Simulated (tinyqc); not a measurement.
Fully depleted semiconductor-on-insulator film with two gates, non-linear Poisson equation by Newton steps: one step of the calculation.

One dimension across the film, front interface at x = 0, back interface at x = ts. psi is counted from the intrinsic level, n = ni exp(psi/Vt) (source grounded), holes neglected, acceptors ionised. Gates act through Cox = eps0 eox/tox and Cbox = 3.9 eps0/tb with potentials G1 = Vg - (phiM - chi - Vt ln(Nc/ni)) and G2 = Vb - (phiB - chi - Vt ln(Nc/ni)). Classical Boltzmann densities, no interface charge, no depletion in the back plane.

Problem. Electron sheet density, centroid and oxide fields. n_i = ni exp(psi_i/Vt); N_inv = sum w_i n_i with w = ts/7, halved at the ends; centroid sum w n x/N_inv; fields (G1 - psi_0)/tox and (G2 - psi_7)/tb.

Inputs (values chosen for the exercise); band and dielectric values close to those of silicon:
- T = 250 K (temperature)
- tox = 4 nm (insulator thickness)
- ts = 17 nm (film thickness)
- tb = 75 nm (buried-oxide thickness (eps_r 3.9))

Constants: q = 1.602176634e-19 C, kB = 1.380649e-23 J/K, Vt = kB T/q. Results are converted to the units shown.

converged psi, node 0 to 7 (V): 0.53819107  0.49698102  0.47278063  0.45467664  0.43967952  0.42665106  0.41507783  0.40470298
ni = 1.6837334e8 cm^-3
G1 = 1.0104184 V
G2 = -0.49958163 V

Wanted: n; N_inv; centroid; field in the front oxide; field in the buried oxide.

Solution.

n, node 0 to 7 (cm^-3): 1.1905e19  1.7578e18  5.7163e17  2.4669e17  1.2298e17  6.7171e16  3.9253e16  2.4251e16
N_inv = 2.1299e12 cm^-2
centroid = 1.3262 nm
field in the front oxide = 1.1806 MV/cm
field in the buried oxide = -0.12057 MV/cm

The centroid lies at 0.078 of the film, near the front interface.

Numbers from tinyqc (`OMP_NUM_THREADS=1 python tinyqc.py 2190073 2190074 out.jsonl`; about 0.4 s on one thread of a shared Intel Xeon 2.30GHz).
